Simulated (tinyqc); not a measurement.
# Worked calculation: Joule-heated wire on a substrate, fin equation

Computed by the program tinyqc: `OMP_NUM_THREADS=1 python tinyqc.py 2520055 2520056 out.jsonl`, one thread of a shared Intel Xeon 2.30GHz, about 0.01 s for the whole run. Printed values are rounded.

A wire of length L loses heat along itself to two contacts and sideways to the substrate: kap A theta'' - g theta + p = 0 with theta = T - T0 and p(x) = p0 exp(-((x/L - x0)/sg)^2/2). The ends are held at T0. Constant conductivity, diffusive heat flow.

Inputs (values chosen for the exercise):
```
symbol,value,unit,meaning
T0,300,K,temperature of substrate and contacts
kap,14,W/(m K),conductivity along the wire
A,2800,nm^2,cross-section
g,0.65,W/(m K),conductance per length to the substrate
L,1400,nm,length between the contacts
Rc,0,K/uW,thermal resistance of each contact
p0,0.084,uW/nm,peak heating per length
x0,0.7,,place of the hot spot as a share of L
sg,0.09,,width of the hot spot as a share of L
```

## Healing length

LH = sqrt(kap A/g); far from the contacts uniform heating p0 would give theta = p0/g.

LH = 245.576 nm
L/LH = 5.70088
p0/g = 129.231 K

## The tridiagonal system

Nodes x_i = i h, h = L/12; box widths w_i = h (h/2 at the ends); c = kap A/h; equation of node i: -c theta_(i-1) + d_i theta_i - c theta_(i+1) = b_i with d_i = 2 c + g w_i, b_i = p(x_i) w_i; theta = 0 at the end nodes.

c = 0.336 uW/K

```
node  d (uW/K)       b (uW)
1     0.747833  6.26073e-10
2     0.747833   2.32142e-7
3     0.747833   3.65212e-5
4     0.747833   0.00243780
5     0.747833    0.0690423
6     0.747833     0.829648
7     0.747833      4.22995
8     0.747833      9.15038
9     0.747833      8.39857
10    0.747833      3.27065
11    0.747833     0.540412
```

## Temperature rise

Solve -c theta_(i-1) + d_i theta_i - c theta_(i+1) = b_i for nodes 1 to 11, with theta = 0 at nodes 0 and 12.

theta, node 0 to 12 (K): 0.0000  1.6650  3.7058  6.5830  10.9459  17.7719  28.4034  42.9762  54.6594  51.4457  34.8472  16.3794  0.0000

The hottest node is 8, at 54.66 K above T0; a mesh of 800 steps gives a peak of 54.56 K, so the coarse value is 0.18 % above it. On the fine mesh 77.4 % of the heat leaves through the substrate and the rest through the contacts.
